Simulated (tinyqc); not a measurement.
From results back to parameters: thin-body film or fin with hard walls, valleys of the Ge type. Three cases, with inputs chosen for the exercise.

Problem. In a hard-walled film E_1 = c (pi/t)^2/m_z, c = hbar^2/2m0. The splitting between the lowest levels of two valley groups, on the (111) face, was computed from a hidden thickness.

Constants: hbar^2/2m0 = 3.80998211 eV angstrom^2.

Find: t; lower level.

Method. t = pi sqrt(c (1/m_zb - 1/m_za)/splitting).

Case 1.

Values chosen (out of a larger set: near those of Ge; not measured data): m_za = 1.613 m0 (heavier confinement mass); m_zb = 0.0928 m0 (lighter one).

splitting = 106.081 meV

Solution.

t = 60.0 angstrom
lower level = 0.0065 eV

Case 2.

Values chosen (out of a larger set: near those of Ge; not measured data): m_za = 1.611 m0 (heavier confinement mass); m_zb = 0.0928 m0 (lighter one).

splitting = 954.659 meV

Solution.

t = 20.0 angstrom
lower level = 0.0584 eV

Case 3.

Values chosen (out of a larger set: near those of Ge; not measured data): m_za = 1.575 m0 (heavier confinement mass); m_zb = 0.0928 m0 (lighter one).

splitting = 36.652 meV

Solution.

t = 102.0 angstrom
lower level = 0.0023 eV

Computed by tinyqc, one run a case: `OMP_NUM_THREADS=1 python tinyqc.py N N+1 out.jsonl` with N = 1250579, 1250581, 1251587; one thread of a shared Intel(R) Xeon(R) Processor @ 2.30GHz, about 0.01 s a run at most.
